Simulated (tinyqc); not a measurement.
## Mass and degeneracy from charge and saturation current

Problem. At high drain voltage only states moving towards the drain are filled: n = (N0/2) F_0(eta), N0 = gv m kB T/(pi hbar^2), F_0(x) = ln(1 + exp x), and I = q (N0/2) vT F_(1/2)(eta) per width, vT = sqrt(2 kB T/(pi m)), F_(1/2)(x) = (2/sqrt(pi)) int_0^infinity u^(1/2)/(1 + exp(u - x)) du. Find eta and m.

Parameters, values chosen for the exercise: temperature T = 250 K; valley degeneracy gv = 1.

Constants: q = 1.602176634e-19 C, kB = 1.380649e-23 J/K, hbar = 1.054571817e-34 J s, m0 = 9.1093837015e-31 kg. Results are converted to the units shown.

n = 7.7619126e10 cm^-2
I = 38.667443 uA/um

Solution. The mass drops out of I^2/(q^2 n) = gv (kB T)^2 F_(1/2)^2/(pi^2 hbar^2 F_0), which rises with eta and so fixes it; n then gives m.

eta = -0.230
m = 0.0295 m0

Program tinyqc, `OMP_NUM_THREADS=1 python tinyqc.py 2400145 2400146 out.jsonl`; Intel Xeon 2.30GHz, shared host, one thread, about 0.02 s.
